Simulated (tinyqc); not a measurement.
## Mobility, diffusion coefficient and lifetime from two collectors

Problem. For an injected sheet in a field F the peak time tp at distance L obeys u^2 tp^2 + 2 D tp = L^2 with u^2 = v^2 + 4 D/tau, and the pulse area goes as exp(L (v - u)/(2 D)); v = mu F. Find u, D, mu and tau without using the Einstein relation.

Values chosen for this exercise: sweep field along the drift F = 11 V/cm.

distances (um): [1600, 3900]
peak times (us): [3.44973493, 8.48793410]
ratio of the areas, far over near = 0.0381172792

Solution. The two peak times give two linear equations for u^2 and D; the area ratio gives v - u, and u^2 - v^2 = 4 D/tau gives tau.

u = 4.565e4 cm/s
D = 116.1 cm^2/s
mu = 3850 cm^2/(V s)
tau = 1.600e-6 s

Computed by the program tinyqc: `OMP_NUM_THREADS=1 python tinyqc.py 2310008 2310009 out.jsonl`, one thread of a shared Intel Xeon 2.30GHz, about 0.01 s for the whole run.
